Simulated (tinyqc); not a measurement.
Rapid thermal processing of a wafer: radiative balance, ramp and cooling, pattern effects, pyrometer error and spike budget: one step, computed by the program tinyqc. Command: `OMP_NUM_THREADS=1 python tinyqc.py 3113292 3113293 out.jsonl rtp walk`. One thread of a shared host (Intel(R) Xeon(R) Processor @ 2.30GHz), about 0.04 s of CPU time with the checks.

The wafer is opaque and uniform through its thickness unless said otherwise; temperatures in formulas are in kelvin (C + 273.15). sigma = 5.670374419e-12 W/(cm^2 K^4).

Task: Power to hold and to ramp. Effective emissivity between parallel grey plates: eps_eff = 1/(1/eps + 1/(1 - r) - 1). Loss per area q(T) = 2 eps_eff sigma (T^4 - T_w^4) + h (T - T_w). Absorbed power during a ramp = q(T) + C d x ramp rate; thermal time constant tau = C d/(dq/dT), dq/dT = 8 eps_eff sigma T^3 + h; natural cooling rate q/(C d); front-to-back difference under one-sided heating at the end of the ramp = (absorbed power) d/(2 k).

Inputs (values chosen for the exercise, modelled on a hot silicon wafer):

| quantity | value | unit |
|---|---|---|
| wafer thickness d | 725 | micrometre |
| heat capacity per volume C | 2.15 | J/(cm^3 K) |
| thermal conductivity k | 0.22 | W/(cm K) |
| emissivity eps of each face | 0.71 | - |
| reflectivity of the chamber walls r | 0.086 | - |
| gas heat-transfer coefficient h, both faces together | 0.59 | mW/(cm^2 K) |
| wall temperature T_w | 300 | K |
| process temperature | 813 | C |
| ramp rate | 20 | K/s |

Give: eps_eff; holding power q; power at the end of the ramp; dq/dT; time constant tau; natural cooling rate; front-to-back difference.

Result:

eps_eff = 0.66554

holding power q = 10.907 W/cm^2

power at the end of the ramp = 14.025 W/cm^2

dq/dT = 39.275 mW/(cm^2 K)

time constant tau = 3.9688 s

natural cooling rate = 69.974 K/s

front-to-back difference = 2.3109 K

Radiation carries 96 % of the loss. The ramp needs 1.3 times the holding power.
